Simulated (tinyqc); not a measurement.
Pillar capacitor in an array: capacitance, non-linearity, leakage and relaxation: one step of the calculation.

A film between two metal electrodes, each interface adding a series capacitance ci. The small-signal permittivity is ek (1 + aq E^2); the field is found with the linear permittivity. Leakage J = J0 sinh(E/Ef). After a voltage step the film passes a relaxation current kr C V tt^(-nr), tt being the time in seconds. The sidewall is a coaxial capacitor with radii a = dm/2 and b = dm/2 + t, depth AR dm; the end face is left out.

Question. Planar capacitance, field and non-linearity. Planar film: Cf = eps0 ek/t, 1/C = 1/Cf + 2/ci, EOT = 3.9 eps0/C, effective permittivity C t/eps0, E = (V/t) C/Cf; quadratic coefficient [C(V)/C - 1]/V^2 with Cf (1 + aq E^2) in C(V).

Values chosen for this exercise; permittivity of the order of that of tantalum oxide:
```
symbol    value       unit                                                             meaning
ek         24.5                                              relative permittivity of the film
t           8.1         nm                                                      film thickness
ci         1000    uF/cm^2  capacitance of each electrode interface (dead layer and screening)
aq       0.0077  cm^2/MV^2                     quadratic field coefficient of the permittivity
V           1.8          V                                                                bias
J0      4.2e-10     A/cm^2                                                   leakage prefactor
Ef         0.35      MV/cm                             field for an e-fold rise of the leakage
```

Constants: eps0 = 8.8541878128e-14 F/cm where lengths are in cm. Results are converted to the units shown.

Find: Cf; C; EOT; effective permittivity; E; quadratic coefficient; J.

Answer.

Cf = 2.6781 uF/cm^2
C = 2.6639 uF/cm^2
EOT = 1.2963 nm
effective permittivity = 24.369
E = 2.2104 MV/cm
quadratic coefficient = 11547 ppm/V^2
J = 1.1613e-7 A/cm^2

The interfaces take 0.533 % of the voltage.

Program tinyqc, `OMP_NUM_THREADS=1 python tinyqc.py 2102085 2102086 out.jsonl`; Intel Xeon 2.30GHz, shared host, one thread, about 0.01 s.
